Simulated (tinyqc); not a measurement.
From electron temperature T_e back to power supplied per electron P: decay of LO phonons and the hot-phonon bottleneck in the cooling of electrons. Computed by tinyqc, a small Python program. Command: `OMP_NUM_THREADS=1 python tinyqc.py 3017371 3017372 out.jsonl hotphonon inv`. One thread of a shared host (Intel(R) Xeon(R) Processor @ 2.30GHz), about 0.03 s of CPU time with the checks.

n(E, T) = 1/(exp(E/(k_B T)) - 1) is the Bose occupation. Electrons have a temperature T_e; the LO modes within their reach share one occupation N; the decay products stay at the lattice temperature.

Inputs (values chosen for the exercise, modelled on gallium nitride):
```
quantity,value,unit
LO energy hbar omega,91.2,meV
"lifetime at T = 0, tau_0",2.9,ps
share f of the energy in the softer product,0.24,-
lattice temperature T,400,K
electron mass m*,0.202,m_0
eps_inf,5.28,-
static dielectric constant eps_s,9.74,-
electron density n,3.6e+17,1/cm^3
"density of LO modes that the electrons reach, N_m",6.3e+18,1/cm^3
```

Decay channel: two unequal phonons (Ridley).

Constants: k_B = 8.617333262e-05 eV/K; c = 299792458 m/s; e^2/(4 pi eps_0) = 14.39964548 eV angstrom; hbar^2/(2 m_0) = 3.80998212 eV angstrom^2; hbar = 6.582119569e-16 eV s; e = 1.602176634e-19 C.

Method:
- Decay rate 1/tau = (1/tau_0) [1 + n(f hbar omega) + n((1 - f) hbar omega)].
- Full width Gamma = 1/(2 pi c tau) in 1/cm, c in cm/s.
- Froehlich coupling alpha = (e^2/(4 pi eps_0)) (1/eps_inf - 1/eps_s) k_0/(2 hbar omega), k_0 = sqrt(m* hbar omega/(hbar^2/(2 m_0))); emission time tau_sp = hbar/(2 alpha hbar omega); bottleneck ratio r = (n/N_m) tau/tau_sp.
- Net emission per electron: [(N + 1) x - N]/tau_sp with x = exp(-hbar omega/(k_B T_e)), a simple two-level balance; steady state of the modes: n [(N + 1) x - N]/tau_sp = N_m (N - N_0)/tau; power per electron P = hbar omega [(N + 1) x - N]/tau_sp.
- With p = P tau_sp/(hbar omega): N = N_0 + r p and x = (p + N)/(N + 1); without hot phonons N = N_0. The mode temperature T_LO solves n(hbar omega, T_LO) = N.

Task: A run gave the result below. Find the power supplied per electron P, known to lie between 1.7 and 6 nW.

electron temperature T_e = 432.2014 K

Result:

Each step takes the trial c = (a f_b - b f_a)/(f_b - f_a), f being the result less the target and a, b, c the logarithms of the listed values; c replaces end b, the old b replaces a if the sign of f changed, and otherwise f_a is halved.

Scan of the range:
```
power supplied per electron P (nW),electron temperature T_e (K)
1.70,416.934
2.10,420.824
2.59,425.546
3.19,431.264
3.94,438.321
4.86,446.850
6.00,457.240
```

False position (Illinois rule, in the logarithm of the input) inside the bracket:
```
step,end a,end b,trial,electron temperature T_e (K)
1,3.19000,3.94000,3.28072,432.123
2,3.94000,3.28072,3.28832,432.195
3,3.94000,3.28832,3.28956,432.207
4,3.28832,3.28956,3.28900,432.201
5,3.28956,3.28900,3.28900,432.201
```

Electron temperature T_e rises at every point of a 13-point scan of the range (every second point is shown), so one value fits; it is bracketed by 3.19 and 3.94. Answer: power supplied per electron P = 3.289 nW.
